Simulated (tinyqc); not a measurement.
Inside a calculation. Model: valley-orbit splitting of a donor ground state, with strain. Computed by tinyqc, a small Python program that keeps every step. Command: `OMP_NUM_THREADS=1 python tinyqc.py 3023108 3023109 out.jsonl valleyorbit walk`. One thread of a shared host (Intel(R) Xeon(R) Processor @ 2.30GHz), about 0.01 s of CPU time with the checks. Intermediate numbers are printed to about 6 digits and carried at full precision; extremes and crossings named in words are read from the listed rows.

The basis is the 1s envelope in each valley; energies are counted from the unstrained conduction-band edge. The strain is e_s (a a^T - 1/3) for the unit stress axis a, so valley j along n_j moves by Xi_u e_s w_j with w_j = (n_j.a)^2 - 1/3: +1/6 for x and y, -1/3 for z. The splitting at the zone boundary that a [110] shear adds for <100> valleys is left out.

Inputs (values chosen for the exercise, modelled on donors in silicon):
```
quantity                                    value   unit
single-valley binding energy E_0             30.1    meV
central-cell shift Lambda                    6.95    meV
coupling Delta_1                             1.19    meV
coupling Delta_2                             0.89    meV
shear deformation potential Xi_u             8.59     eV
shear strain e_s                          0.00033      -
temperature T                                  50      K
donor density N_D                         1.3e+15  cm^-3
density-of-states mass of one valley m_e     0.33    m_0
```

Valleys: six along <100>. Stress axis: [110].

Constants: k_B = 8.617333262e-05 eV/K; m_0 = 9.1093837015e-31 kg; k_B = 1.380649e-23 J/K; h = 6.62607015e-34 J s.

## Levels without strain

By symmetry: E(A1) = E_0 + Lambda + 4 Delta_1 + Delta_2 (one state), E(T2) = E_0 + Lambda - Delta_2 (three), E(E) = E_0 + Lambda - 2 Delta_1 + Delta_2 (two), as binding energies.

E(A1) = 42.7 meV

E(T2) = 36.16 meV

E(E) = 35.56 meV

Only A1 has all valley amplitudes in phase, so only it has weight at the nucleus. Of the upper states T2 is bound more strongly, because Delta_1 is larger than Delta_2.

## The valley matrix under strain

H_jj = -(E_0 + Lambda) + Xi_u e_s w_j; H_jk = -Delta_2 between opposite valleys and -Delta_1 between perpendicular ones.

H (meV):
```
           +x         -x         +y         -y         +z         -z
+x  -36.57755   -0.89000   -1.19000   -1.19000   -1.19000   -1.19000
-x   -0.89000  -36.57755   -1.19000   -1.19000   -1.19000   -1.19000
+y   -1.19000   -1.19000  -36.57755   -0.89000   -1.19000   -1.19000
-y   -1.19000   -1.19000   -0.89000  -36.57755   -1.19000   -1.19000
+z   -1.19000   -1.19000   -1.19000   -1.19000  -37.99490   -0.89000
-z   -1.19000   -1.19000   -1.19000   -1.19000   -0.89000  -37.99490
```

## Levels and ground state under strain

Diagonalise H; the ground vector has positive components. The density at the nucleus, and so the contact hyperfine coupling, scales as (sum_j c_j)^2/(number of valleys), which is 1 without strain; the envelopes are held fixed.

levels (meV): -42.7663  -37.1049  -35.9662  -35.6876  -35.6876  -35.0876

valley amplitudes of the ground state: +x 0.377750, -x 0.377750, +y 0.377750, -y 0.377750, +z 0.463259, -z 0.463259

hyperfine ratio A/A_0 = 0.990251

The valleys that move down hold 42.9 % of the ground state, against 33.3 % without strain.

## Binding energy under strain

The binding energy is counted from the lowest valley edge, min_j Xi_u e_s w_j; the gap is from the ground state to the next level.

binding energy under strain = 41.8214 meV

gap to the first excited state = 5.66139 meV

## Populations and ionisation

z = sum over levels of exp(-(E - E_ground)/k_B T), the ground-state share being 1/z; N_c = 2 (2 pi m_e k_B T/h^2)^(3/2) sum_j exp(-(shift_j - lowest shift)/k_B T); n1 = N_c/(2 z) exp(-binding/k_B T), binding = lowest shift - E_ground; without compensation n = 2 N_D/(1 + sqrt(1 + 4 N_D/n1)) (Boltzmann statistics; p and higher states left out).

partition sum z = 2.03020

share of neutral donors in the ground state = 0.492563

N_c = 1.57914e+18 cm^-3

n1 = 2.36832e+13 cm^-3

free electrons n = 1.64023e+14 cm^-3

## Strain dependence

The contact hyperfine ratio is A/A_0 = (sum_j c_j)^2/(number of valleys), c_j the valley amplitudes of the ground state; binding from the lowest valley edge.

Against strain:
```
e_s        Xi_u e_s (w_max - w_min) (meV)  binding (meV)  gap to next level (meV)     A/A_0
-0.002600                        -11.1670        41.1102                  4.95017  0.859030
-0.000990                         -4.2520        41.7289                  5.56889  0.952778
-0.000330                         -1.4174        42.2857                  6.12575  0.992470
-0.000099                         -0.4252        42.5638                  6.40378  0.999244
0.000099                           0.4252        42.4223                  6.26227  0.999182
0.000330                           1.4174        41.8214                  5.66139  0.990251
0.000990                           4.2520        40.4975                  4.33753  0.909515
0.002600                          11.1670        39.0811                  2.92109  0.654378
```

A/A_0 falls for either sign of strain, to 0.859 and 0.654 at the ends; its limits are the shares of the valleys that end up lowest, 4/6 under compression and 2/6 under tension. Near zero strain A/A_0 changes in second order, the binding in first. The binding energy drops from 42.70 meV to 41.11 and 39.08 meV, since fewer valleys share the valley-orbit gain.

## Do the excited 1s states matter for ionisation?

No strain here. The last two columns set z = 1, with the A1 depth, or use one level at E_0 with z equal to the number of valleys.

Ionised share:
```
T (K)        z  all 1s states  ground state alone  no splitting
25     1.21684    7.31355e-04         8.06731e-04      0.006117
41     1.73629    4.15536e-02         5.43866e-02      0.126909
62     2.40766    3.14987e-01         4.41370e-01      0.534722
90     3.08745    7.57995e-01         8.91559e-01      0.876209
120    3.59655    9.30354e-01         9.78576e-01      0.963179
200    4.37431    9.91429e-01         9.98014e-01      0.994308
330    4.93957    9.98255e-01         9.99646e-01      0.998638
```

z grows from 1.217 to 4.94 of at most 6. Leaving out the excited states overstates the ionised share by up to 40.1 % (at 62.0 K); ignoring the splitting misses by a factor 8.36 at the lowest T and 1.00 at the highest.

Checks made by the program: symmetry formulas against diagonalisation (relative difference below 1e-10).
